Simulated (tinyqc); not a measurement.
Hubbard ring of 5 sites, step by step. Computed by tinyqc, a small Python program that keeps every step. Settings: hopping = 0.75, U = 8.1, mixing = 0.2, iteration cap = 89. Command: `OMP_NUM_THREADS=1 python tinyqc.py 29409 29410 out.jsonl` (the two numbers bound the seeds that draw the settings). One thread of a shared host (Intel(R) Xeon(R) Processor @ 2.60GHz), about 0.2 s of CPU time with the checks. Later iterations appear only in the table of the cycle.

## Mean-field iteration 1

one-body matrix (hopping and site energies) (eV), lower triangle:
```
         1        2        3        4       5
1   0.0000
2  -0.7500   0.0000
3   0.0000  -0.7500   0.0000
4   0.0000   0.0000  -0.7500   0.0000
5  -0.7500   0.0000   0.0000  -0.7500  0.0000
```

U = 8.1000 eV

electrons, up and down: 3  2

mixing = 0.2000

n(up) at the start (a guess, not normalised): 1 0.6000, 2 0.6000, 3 0.6000, 4 0.6000, 5 0.6000

n(down) at the start (a guess): 1 0.4000, 2 0.4000, 3 0.4000, 4 0.4000, 5 0.4000

H(up) = T + U n(down), H(down) = T + U n(up); fill the lowest levels; n(new) = n + mixing (n(out) - n); E = tr T (rho up + rho down) + U sum n_up n_down of the output.

levels, up (eV): 1.7400  2.7765  2.7765  4.4535  4.4535

levels, down (eV): 3.3600  4.3965  4.3965  6.0735  6.0735

energy = 5.3294 eV

n(up) after iteration 1: 1 0.6000, 2 0.6000, 3 0.6000, 4 0.6000, 5 0.6000

n(down) after iteration 1: 1 0.3600, 2 0.4324, 3 0.3876, 4 0.3876, 5 0.4324

The highest filled level is degenerate with an empty one, so which vector is filled is an arbitrary choice.

## Mean-field iteration 2

As before.

levels, up (eV): 1.7206  2.6008  2.9213  4.4707  4.4867

levels, down (eV): 3.3600  4.3965  4.3965  6.0735  6.0735

energy = 5.0491 eV

n(up) after iteration 2: 1 0.6224, 2 0.5794, 3 0.6094, 4 0.6094, 5 0.5794

n(down) after iteration 2: 1 0.3416, 2 0.4296, 3 0.4105, 4 0.3534, 5 0.4649

The highest filled level is degenerate with an empty one, so which vector is filled is an arbitrary choice.

## Convergence

Each step fills the lowest levels of T + U n(other spin) and sets n(new) = n + mixing (n(out) - n); stop when output and input agree to 1e-8.

Course of the cycle:

| iteration | E (eV) | largest \|n(out) - n(in)\| | mean \|n_up - n_down\| |
|---|---|---|---|
| 1 | 5.329424 | 2.00e-01 | 0.2000 |
| 2 | 5.049142 | 1.71e-01 | 0.2393 |
| 3 | 4.566404 | 1.93e-01 | 0.3284 |
| 4 | 3.753400 | 2.44e-01 | 0.4499 |
| 5 | 2.703149 | 2.97e-01 | 0.5935 |
| 6 | 1.516333 | 3.10e-01 | 0.7290 |
| 7 | 0.564170 | 3.02e-01 | 0.8268 |
| 8 | 0.015941 | 2.90e-01 | 0.8837 |
| 9 | -0.257086 | 2.57e-01 | 0.9153 |
| 10 | -0.392613 | 2.20e-01 | 0.9335 |
| 11 | -0.462766 | 1.85e-01 | 0.9448 |
| ... | ... | ... | ... |
| 79 | -0.554346 | 1.33e-07 | 0.9723 |
| 80 | -0.554346 | 1.08e-07 | 0.9723 |
| 81 | -0.554346 | 8.76e-08 | 0.9723 |
| 82 | -0.554346 | 7.10e-08 | 0.9723 |
| 83 | -0.554346 | 5.76e-08 | 0.9723 |
| 84 | -0.554346 | 4.68e-08 | 0.9723 |
| 85 | -0.554346 | 3.79e-08 | 0.9723 |
| 86 | -0.554346 | 3.08e-08 | 0.9723 |
| 87 | -0.554346 | 2.50e-08 | 0.9723 |
| 88 | -0.554346 | 2.03e-08 | 0.9723 |
| 89 | -0.554346 | 1.64e-08 | 0.9723 |

Not converged within 89 iterations: the residual falls steadily but slowly, by a factor of about 0.81 a step. The lowest mean-field energy found from random starts is -0.55435 eV. Reruns (cap 100 unless said): mixing 0.5: converged in 34 (E = -0.55435); mixing 0.9: not converged; the original settings with a cap of 400: converged in 92 (E = -0.55435).

## Exact diagonalisation (100 states)

Lowest levels of the sector, and the double occupancy of the lowest state.

lowest levels (eV): -0.8401  -0.8401  -0.5419  -0.4878  -0.4878  -0.2440

double occupancy per site = 0.0195

## The lowest level by Lanczos steps

From a random start vector (not printed): a_j = <q_j|H|q_j>, b_j = norm of the remainder after orthogonalising; the Ritz value is the lowest eigenvalue of the tridiagonal matrix of a and b so far.

Lanczos:

| j | a_j (eV) | b_j (eV) | lowest Ritz value (eV) |
|---|---|---|---|
| 1 | 8.6990 | 5.3836 | 8.698957 |
| 2 | 8.6619 | 6.3243 | 3.296860 |
| 3 | 6.8777 | 3.3239 | -0.221311 |
| 4 | 11.9166 | 4.8212 | -0.565429 |
| 5 | 10.0601 | 4.0449 | -0.639567 |
| 6 | 4.6867 | 5.3275 | -0.677632 |
| 7 | 10.3917 | 4.7778 | -0.760725 |
| 8 | 11.5445 | 2.1085 | -0.828129 |
| 9 | 10.9890 | 4.9572 | -0.831646 |
| 10 | 8.0118 | 5.8903 | -0.832798 |
